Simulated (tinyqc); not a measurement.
Worked calculation: Hubbard chain of 2 sites. One step of it, computed by the program tinyqc.

Question. The many-body Hamiltonian. Basis: all placements (u, d, 2, 0 on each site), up operators ordered before down ones; hops carry the sign of the same-spin electrons passed.

one-body matrix (hopping and site energies) (eV):
```
           1          2
1   0.000000  -0.710000
2  -0.710000   0.000000
```

U = 3.200000 eV

electrons, up and down: 1  1

Give: H.

Answer.

H (eV), lower triangle:
```
         20       ud       du      02
20   3.2000
ud  -0.7100   0.0000
du  -0.7100   0.0000   0.0000
02   0.0000  -0.7100  -0.7100  3.2000
```
